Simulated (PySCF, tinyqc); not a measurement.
RHF in the sto-3g basis, for H3+, spin multiplicity 1, step by step. The lowest restricted solution is unstable here: a spin-polarised one lies 0.0033 hartree lower (PySCF). One step of it, computed by the program tinyqc.

Problem. Iteration 2: diagonalisation and new density. Diagonalise F' = X^T F X, C = X C', fill 1 alpha and 1 beta electrons from the bottom; D = 2 C_occ C_occ^T. Each column has its largest component positive (the first on a tie).

Fock matrix F (hartree):
```
,1H 1s,2H 1s,3H 1s
1H 1s,-0.689138,-0.538292,-0.538292
2H 1s,-0.538292,-0.499687,-0.191843
3H 1s,-0.538292,-0.191843,-0.499687
```

X:
```
,1H 1s,2H 1s,3H 1s
1H 1s,1.168565,-0.256779,-0.256779
2H 1s,-0.256779,1.081353,0.040846
3H 1s,-0.256779,0.040846,1.081353
```

Give: F' = X^T F X; orbital energies; coefficients C; D after iteration 2.

Solution.

F' = X^T F X (hartree):
```
,1,2,3
1,-0.3862,-0.3708,-0.3708
2,-0.3708,-0.3373,-0.0040
3,-0.3708,-0.0040,-0.3373
```

orbital energies (hartree): MO1 -0.8886, MO2 -0.3333, MO3 0.1612

coefficients C:
```
,MO1,MO2,MO3
1H 1s,0.5925,0.0000,1.0707
2H 1s,0.3636,0.7357,-0.7506
3H 1s,0.3636,-0.7357,-0.7506
```

D after iteration 2:
```
,1H 1s,2H 1s,3H 1s
1H 1s,0.7022,0.4309,0.4309
2H 1s,0.4309,0.2644,0.2644
3H 1s,0.4309,0.2644,0.2644
```
